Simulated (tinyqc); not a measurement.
Changing the source temperature T: vacuum evaporation: vapour pressure, source flux, thickness distribution, purity and step coverage. Computed by tinyqc, a small Python program. Command: `OMP_NUM_THREADS=1 python tinyqc.py 3114242 3114243 out.jsonl evap sweep`. One thread of a shared host (Intel(R) Xeon(R) Processor @ 2.30GHz), about 0.01 s of CPU time with the checks.

Molecular flow, unit sticking of the metal, no re-evaporation. The background gas is taken as water vapour (18.015 g/mol, collision diameter 0.37 nm) at 300 K.

Inputs (values chosen for the exercise, modelled on gallium, with constants for the liquid): molar mass M = 69.72 g/mol; film density rho = 5.91 g/cm^3; vapour-pressure constant A = 10.72; vapour-pressure constant B = 13930 K; source area = 1.2 cm^2; directionality n = 2; source-to-wafer distance h = 30 cm; wafer radius R = 15 cm; background pressure p = 4e-05 Pa; sticking of background gas = 0.9.

Constants: u = 1.6605390666e-27 kg; k_B = 1.380649e-23 J/K; R = 8.314462618 J/(mol K).

Method:
- log10(p_v/Pa) = A - B/T; flux from the surface Phi = p_v/sqrt(2 pi m k_B T), m = M u.
- Mass loss = Phi x area x m; heat of evaporation = ln(10) R B; d ln Phi/dT = ln(10) B/T^2 - 1/(2 T).
- A small source emits (n + 1) Phi area cos^n(phi)/(2 pi) per solid angle; on a parallel plane at height h and lateral distance l the arrival rate is (n + 1) Phi area/(2 pi h^2) x (1 + (l/h)^2)^(-(n + 3)/2). Growth rate = arrival rate x m/rho, m = M u. The wafer is fixed and centred above the source.
- Mean free path lambda = k_B T_g/(sqrt2 pi d^2 p); unscattered share exp(-h/lambda); gas arrival p/sqrt(2 pi m_g k_B T_g); impurity ratio = sticking x gas arrival/metal arrival; monolayer time = 1e15 cm^-2/(sticking x gas arrival).

One run for each value; columns: (1) source temperature T (K); (2) growth rate at the centre (nm/s); (3) vapour pressure p_v (Pa); (4) impurity ratio; (5) change of flux per kelvin (%/K):
```
(1)          (2)         (3)         (4)     (5)
994   6.3414e-05  5.0806e-04  3.9857e+02  3.1960
1040  2.5835e-04  2.1172e-03  9.7830e+01  2.9174
1080  7.9452e-04  6.6352e-03  3.1811e+01  2.7036
1130  2.8906e-03  2.4693e-02  8.7437e+00  2.4677
1180  9.4176e-03  8.2208e-02  2.6838e+00  2.2612
1220  2.2581e-02  2.0043e-01  1.1193e+00  2.1140
1270  6.2310e-02  5.6428e-01  4.0563e-01  1.9493
1310  1.3266e-01  1.2201e+00  1.9052e-01  1.8309
```

Describe the trends.

Over the rows, growth rate at the centre (nm/s) rises from 6.34e-5 to 0.133 (exponent d ln y / d ln x 31 between the first rows and 24 between the last); vapour pressure p_v (Pa) rises from 5.08e-4 to 1.22 (exponent d ln y / d ln x 32 between the first rows and 25 between the last); impurity ratio falls from 399 to 0.191 (exponent d ln y / d ln x -31 between the first rows and -24 between the last).

Caution (rows 994, 1040, 1080, 1130, 1180, 1220): more gas than metal sticks, so a compound rather than a metal film would grow.
